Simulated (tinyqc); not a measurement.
# Convergence with the basis

Model: shallow acceptor in the spherical model (Baldereschi-Lipari), strong spin-orbit limit. Computed by tinyqc, a small Python program. Command: `OMP_NUM_THREADS=1 python tinyqc.py 3027530 3027531 out.jsonl acceptor sweep`. One thread of a shared host (Intel(R) Xeon(R) Processor @ 2.30GHz), about 0.02 s of CPU time with the checks.

The 1S(3/2) state has an s envelope f(r) and a d envelope g(r). In effective units they obey -(f'' + 2f'/r + 2f/r) + mu (g'' + 5g'/r + 3g/r^2) = E f and -(g'' + 2g'/r - 6g/r^2 + 2g/r) + mu (f'' - f'/r) = E g. The cubic term, the split-off band and the central cell are left out.

Inputs (values chosen for the exercise, for a model semiconductor):
```
quantity                  value  unit
Luttinger gamma_1          3.97     -
Luttinger gamma_2         0.398     -
Luttinger gamma_3         0.747     -
dielectric constant eps    12.7     -
smallest exponent zeta_1   0.83  1/a*
ratio beta of exponents     2.7     -
```

Constants: Ry = 13.605693123 eV; a_0 = 0.529177210903 angstrom.

Method:
- Ry* = Ry/(gamma_1 eps^2), a* = a_0 eps gamma_1, mu = (6 gamma_3 + 4 gamma_2)/(5 gamma_1), delta = (gamma_3 - gamma_2)/gamma_1; spherical masses 1/(gamma_1 (1 - mu)) (heavy) and 1/(gamma_1 (1 + mu)) (light).
- zeta_i = zeta_1 beta^(i-1), i = 1..n, in both channels.
- Basis: f_i = exp(-zeta_i r), g_i = r exp(-zeta_i r), weight r^2 dr, s = zeta_i + zeta_j. S_ff = 2/s^3, H_ff = zeta_i zeta_j S_ff - 2/s^2; S_gg = 24/s^5, H_gg = 8/s^3 + 24 zeta_i zeta_j/s^5 - 12/s^4; H(f_i, g_j) = mu (6 zeta_i^2/s^4 + 2 zeta_i/s^3); S_fg = 0. Each function is normalised by sqrt(S_ii).
- H c = E S c with c^T S c = 1 and the largest component positive; the d weight is the part of the norm in g.
- Large basis: zeta_i = 0.08 x 1.55^(i-1), i = 1..20 in each channel; overlap eigenvalues below 1e-11 are dropped.
- Binding energies are -E Ry*; the mass that fits is E(1S) eps^2/Ry.

One run for each value:
```
functions per channel n  E (Ry*)  d weight  1S(3/2) binding in Ry*
1                        -1.0225  0.027780                  1.0927
2                        -1.0663  0.035013                  1.0927
3                        -1.0732  0.036603                  1.0927
4                        -1.0747  0.037021                  1.0927
5                        -1.0751  0.037144                  1.0927
6                        -1.0752  0.037180                  1.0927
```

What does the table show, and why?

Over the rows, E (Ry*) falls from -1.02 to -1.08; d weight rises from 0.0278 to 0.0372 (exponent d ln y / d ln x 0.33 between the first rows and 0.0054 between the last); 1S(3/2) binding in Ry* does not change. The error against the large basis falls from 6.4 % to 1.6 %; every E lies above the converged level, as a variational bound must.

Extremes, crossings and ranges named in words are read from the listed rows.
